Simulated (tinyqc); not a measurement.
Implant damage, amorphisation by cascade overlap, and solid-phase epitaxial regrowth: one step, computed by the program tinyqc. Command: `OMP_NUM_THREADS=1 python tinyqc.py 3112989 3112990 out.jsonl sper walk`. One thread of a shared host (Intel(R) Xeon(R) Processor @ 2.30GHz), about 0.01 s of CPU time with the checks.

Range and width of the damage are inputs. Dynamic annealing enters only through the surviving share f.

Task: Isothermal regrowth. v = v0 x orientation factor x exp(-E_a/(k_B T)) x [1 + (enhancement - 1) exp(-(z - R_d)^2/(2 s_d^2))], T = anneal temperature + 273.15 K; the dopant is taken to follow the damage profile; the lower front moves from the lower edge z2 to the surface, or to the middle (z1 + z2)/2 of a buried layer with upper edge z1; time = int dz/v; the equivalent undoped distance is that time times the undoped velocity.

Inputs (values chosen for the exercise, modelled on silicon ions in silicon):

| quantity | value | unit |
|---|---|---|
| depth of the damage peak R_d | 21 | nm |
| width of the damage profile s_d | 12 | nm |
| regrowth prefactor v0 | 5.7e+15 | nm/s |
| regrowth energy E_a | 2.69 | eV |
| anneal temperature | 540 | C |
| rate relative to (100) | 1 | - |
| peak enhancement by the dopant | 5.9 | - |

lower edge = 28.26542 nm

upper edge = 13.73458 nm

Constants: k_B = 8.617333262e-05 eV/K.

Give: undoped velocity; distance to regrow; time without enhancement; equivalent undoped distance; time with enhancement.

Result:

undoped velocity = 0.1212 nm/s

distance to regrow = 7.265 nm

time without enhancement = 59.92 s

equivalent undoped distance = 1.296 nm

time with enhancement = 10.69 s

The rate doubles for each 15 K or so near this temperature.
